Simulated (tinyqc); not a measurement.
# Interface traps from C-V curves, high-low and Terman methods: effects of single changes

MOS capacitor on an n-type substrate; psi is the band bending, negative in depletion; only majority carriers are counted. At the bending psi the Fermi level lies y = xi - psi below the conduction edge at the surface, xi = Vt ln(Nc/Nd). Dit(y) = D0 + D1 exp(-y/E1); traps fill up to the Fermi level, follow the bias and a slow signal, and do not follow a fast one. V is the gate voltage from flat band.

Values chosen for this exercise; band and dielectric values close to those of silicon: temperature T = 300 K; relative permittivity eps_r = 11.5; conduction-band density of states at T Nc = 2.85e19 cm^-3; donor density Nd = 4.6e16 cm^-3; equivalent oxide thickness EOT = 25 nm; trap density far from the band edge D0 = 2.8e11 cm^-2 eV^-1; band-tail density at the conduction edge D1 = 7.8e12 cm^-2 eV^-1; decay energy of the tail E1 = 0.15 eV.

Constants: q = 1.602176634e-19 C, kB = 1.380649e-23 J/K, Vt = kB T/q, eps0 = 8.8541878128e-14 F/cm where lengths are in cm. Results are converted to the units shown.

Each table varies one quantity; the others keep the values above.

## Effect of the oxide thickness on the signal

Cox = 3.9 eps0/EOT, LD = sqrt(eps0 eps_r Vt/(q Nd)), u = psi/Vt, Cd = (eps0 eps_r/(sqrt(2) LD)) |exp(u) - 1|/sqrt(exp(u) - u - 1). Ideal V0 = psi - sqrt(2) (eps0 eps_r Vt/LD) sqrt(exp(u) - u - 1)/Cox for psi < 0; the traps add dV = (q/Cox) times the integral of Dit from 0 to psi = (q/Cox) [D0 psi + D1 E1 exp(-xi/E1) (exp(psi/E1) - 1)]. 1/C_HF = 1/Cox + 1/Cd, 1/C_LF = 1/Cox + 1/(Cd + q Dit). All at psi = -0.229 V.

Effect of the oxide thickness on the signal:
```
EOT (nm)  dV (mV)  C_HF (nF/cm^2)  C_LF (nF/cm^2)  (C_LF - C_HF)/Cox (%)
1.4        -23.81           128.8           243.7                  4.658
2.5        -42.52           123.7           226.1                  7.415
4.4        -74.83           115.8           201.1                  10.87
8          -136.0           103.3           166.3                  14.57
14         -238.1           87.62           129.0                  16.77
26         -442.2           67.17           89.07                  16.49
46         -782.3           48.35           58.76                  13.86
```

The stretch-out grows in proportion to the EOT, from -23.8 to -782 mV, so thin oxides leave Terman's method little to read; the high-low gap goes from 4.66 through a maximum of 16.8 (at EOT = 14 nm among the rows listed) to 13.9 % of Cox.

## An error in the doping read as traps

The sample has Nd; the ideal curve is drawn with Nd (1 + e). At the true psi = -0.229 V the measured C_HF is matched to the ideal curve, which gives psi', and Dit = (Cox/q) [dV/dpsi' - 1 - Cd'(psi')/Cox], derivatives exact.

The same in every row: true Dit (cm^-2 eV^-1) = 8.396e11.

Result of one run:
```
e     psi' (V)  apparent Dit (cm^-2 eV^-1)
0.02   -0.2331                    7.903e11
```

What becomes of these results when the relative error of the assumed doping e is changed from 0.02 to -0.02, all else the same?

Result of the changed run:
```
e      psi' (V)  apparent Dit (cm^-2 eV^-1)
-0.02   -0.2249                    8.908e11
```

The whole series:
```
e      psi' (V)  apparent Dit (cm^-2 eV^-1)
-0.15   -0.1984                    1.279e12
-0.1    -0.2086                    1.117e12
-0.05   -0.2188                    9.715e11
-0.02   -0.2249                    8.908e11
0       -0.2290                    8.396e11
0.02    -0.2331                    7.903e11
0.05    -0.2392                    7.196e11
0.1     -0.2494                    6.102e11
0.15    -0.2595                    5.100e11
```

The apparent Dit falls from 1.28e12 to 5.10e11 cm^-2 eV^-1, against the true 8.40e11. An error of +5 % in the doping shifts it by -1.20e11 cm^-2 eV^-1, 14.3 % of the true value.

Numbers from tinyqc (`OMP_NUM_THREADS=1 python tinyqc.py 2030078 2030079 out.jsonl`; about 0.01 s on one thread of a shared Intel Xeon 2.30GHz).
